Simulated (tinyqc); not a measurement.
Comparisons within one model: carrier statistics of a doped semiconductor with parabolic bands. A value that a table varies takes the place of the one given here.

Eg(T) = Eg0 - al T^2/(T + be); m_de = Mv^(2/3) (ml mt^2)^(1/3); m_dh = (mhh^(3/2) + mlh^(3/2))^(2/3); Nc and Nv from N = 2 (m kB T/(4 pi c))^(3/2) with c = hbar^2/2m0, in 1/angstrom^3; times 1e24 for 1/cm^3.

Energies are counted from Ev, so Ec = Eg. n = Nc F_1/2((EF - Eg)/kT), p = Nv F_1/2(-EF/kT), ND+ = ND/(1 + 2 exp((EF - Eg + ED)/kT)), NA- = NA/(1 + 4 exp((EA - EF)/kT)); neutrality asks p + ND+ = n + NA-. F_j(eta) = (1/Gamma(j + 1)) integral_0^infinity x^j dx/(1 + exp(x - eta)), which tends to exp(eta) for eta << 0.

Constants: hbar^2/2m0 = 3.80998211 eV angstrom^2; kB = 8.617333262e-05 eV/K.

Values chosen for the exercise (near those of Si; shifted at random, so the results belong to these values and not to a real crystal):

| symbol | value | unit | meaning |
|---|---|---|---|
| Eg0 | 1.161 | eV | gap at 0 K |
| al | 0.000478 | eV/K | Varshni alpha |
| be | 619 | K | Varshni beta |
| ml | 0.919 | m0 | longitudinal electron mass |
| mt | 0.193 | m0 | transverse electron mass |
| Mv | 6 |  | equivalent valleys |
| mhh | 0.533 | m0 | heavy-hole mass |
| mlh | 0.15 | m0 | light-hole mass |
| ND | 1.5e+14 | 1/cm^3 | donors |
| NA | 3.1e+14 | 1/cm^3 | acceptors |
| ED | 0.0438 | eV | donor level below Ec |
| EA | 0.0441 | eV | acceptor level above Ev |
| T | 350 | K |  |

## Temperature

Neutrality solved at each temperature; ni = sqrt(Nc Nv) exp(-Eg/2kT).

Carriers (1/cm^3):

| T (K) | EF (eV) | n | p | majority / \|ND - NA\| | ni | Eg (eV) |
|---|---|---|---|---|---|---|
| 30 | 0.0475 | <1e-99 | 3.69e+09 | 2.31e-05 | 1.92e-80 | 1.1603 |
| 50 | 0.0502 | 3.10e-94 | 6.70e+12 | 0.0419 | 4.55e-41 | 1.1592 |
| 77 | 0.0634 | 9.61e-54 | 1.04e+14 | 0.651 | 3.16e-20 | 1.1569 |
| 120 | 0.1015 | 5.51e-26 | 1.55e+14 | 0.970 | 2.93e-06 | 1.1517 |
| 200 | 0.1819 | 1.25e-05 | 1.60e+14 | 0.997 | 4.46e+04 | 1.1377 |
| 300 | 0.2885 | 3.75e+05 | 1.60e+14 | 0.999 | 7.74e+09 | 1.1142 |
| 450 | 0.4547 | 6.51e+12 | 1.66e+14 | 1.04 | 3.29e+13 | 1.0705 |
| 600 | 0.4848 | 2.53e+15 | 2.69e+15 | 16.8 | 2.61e+15 | 1.0198 |
| 800 | 0.4413 | 8.09e+16 | 8.11e+16 | 507 | 8.10e+16 | 0.9454 |
| 1000 | 0.3936 | 7.06e+17 | 7.07e+17 | 4.42e+03 | 7.08e+17 | 0.8658 |

Ionisation is incomplete: the majority density is below 90 % of the net doping at 30, 50 and 77 K, down to a share of 2.3e-05. It is within 10 % of the net doping at 120, 200, 300 and 450 K. At 600, 800 and 1000 K thermal pairs lift it more than 10 % above the net doping; ni has reached 7.08e+17 1/cm^3 at 1000 K against a net doping of 1.60e+14. EF goes from 0.048 eV to 0.394 eV, where midgap is 0.433 eV and the intrinsic level (Boltzmann) 0.394 eV.

## Doping level

Only acceptors are present (ND = 0); eta is the distance of EF beyond the valence edge in units of kT.

Neutral state:

| NA (1/cm^3) | EF (eV) | majority (1/cm^3) | ionised share | eta |
|---|---|---|---|---|
| 1.0e+14 | 0.3577 | 1.00e+14 | 1.000 | -11.86 |
| 1.0e+15 | 0.2883 | 9.99e+14 | 0.999 | -9.56 |
| 1.0e+16 | 0.2191 | 9.88e+15 | 0.988 | -7.27 |
| 1.0e+17 | 0.1524 | 9.01e+16 | 0.901 | -5.05 |
| 1.0e+18 | 0.0958 | 5.81e+17 | 0.581 | -3.18 |
| 3.0e+18 | 0.0736 | 1.20e+18 | 0.399 | -2.44 |
| 1.0e+19 | 0.0514 | 2.42e+18 | 0.242 | -1.71 |
| 3.0e+19 | 0.0323 | 4.34e+18 | 0.145 | -1.07 |

The impurity level lies at 0.0441 eV. The ionised share falls from 1.000 to 0.145 as EF passes through it between 1e+19 and 3e+19 1/cm^3 (share 1/5 there); it is below one half from 3e+18 1/cm^3 on. Over the last two rows the doping grows threefold and the majority density by a factor 1.80. EF comes within 3 kT of the majority band edge from 3e+18 1/cm^3 on. Above roughly 9e+18 1/cm^3 (N^(1/3) a = 0.26, with the radius a = sqrt(c/(m E)) from the ionisation energy E and the mass mhh) the levels merge with the band and real ionisation is complete; sharp levels then overstate freeze-out.

## What each input does

Neutrality solved anew for each case. Each row changes one parameter from the base and keeps the others.

Results:

| case | EF (eV) | n (1/cm^3) | p (1/cm^3) |
|---|---|---|---|
| base | 0.3435 | 4.41e+08 | 1.60e+14 |
| T = 330 K | 0.3214 | 3.33e+07 | 1.60e+14 |
| ND = 7.5e+13 1/cm^3 | 0.3319 | 3.00e+08 | 2.35e+14 |
| NA = 1.55e+14 1/cm^3 | 0.4480 | 1.41e+10 | 5.01e+12 |
| Eg0 = 1.211 eV | 0.3435 | 8.40e+07 | 1.60e+14 |
| mt = 0.2316 m0 | 0.3435 | 5.29e+08 | 1.60e+14 |
| mhh = 0.6396 m0 | 0.3508 | 5.62e+08 | 1.60e+14 |
| EA = 0.0662 eV | 0.3435 | 4.41e+08 | 1.60e+14 |

The largest shifts from the base row, up to three for each result and ties (the steps differ in size, so this ranks the rows, not the parameters). EF (eV): NA +0.1044, T -0.0221, ND -0.0116; unchanged at the printed digits by Eg0, mt and EA. n (1/cm^3): NA +1.36e+10, T -4.08e+08, Eg0 -3.57e+08; unchanged at the printed digits by EA. p (1/cm^3): NA -1.55e+14, ND +7.50e+13; unchanged at the printed digits by T, Eg0, mt, mhh and EA.

Program tinyqc; command `OMP_NUM_THREADS=1 python tinyqc.py 1681381 1681382 out.jsonl`; about 0.01 s on one thread of a shared Intel(R) Xeon(R) Processor @ 2.30GHz.
